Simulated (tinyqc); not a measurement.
From results back to parameters: deformation-potential model of the L valleys of a conduction band. Three cases, with inputs chosen for the exercise.

Problem. An ellipsoidal valley with ml > mt has the density-of-states mass m_d = (ml mt^2)^(1/3) and, averaged over equivalent valleys, the conductivity mass m_c = 3/(1/ml + 2/mt).

Find: K = ml/mt; mt; ml.

Method. With K = ml/mt, m_d/m_c = K^(1/3) (2 + 1/K)/3, which rises steadily for K > 1 and so fixes K; then mt = m_d K^(-1/3) and ml = K mt.

Case 1.

m_d = 0.2205893 m0
m_c = 0.1185649 m0

Solution.

K = ml/mt = 20.198
mt = 0.081 m0
ml = 1.636 m0

Case 2.

m_d = 0.2190371 m0
m_c = 0.1171463 m0

Solution.

K = ml/mt = 20.525
mt = 0.080 m0
ml = 1.642 m0

Case 3.

m_d = 0.2192592 m0
m_c = 0.1171547 m0

Solution.

K = ml/mt = 20.587
mt = 0.080 m0
ml = 1.647 m0

Computed by tinyqc, one run a case: `OMP_NUM_THREADS=1 python tinyqc.py N N+1 out.jsonl` with N = 1051460, 1051504, 1051572; one thread of a shared Intel(R) Xeon(R) Processor @ 2.30GHz, about 0.04 s a run at most.
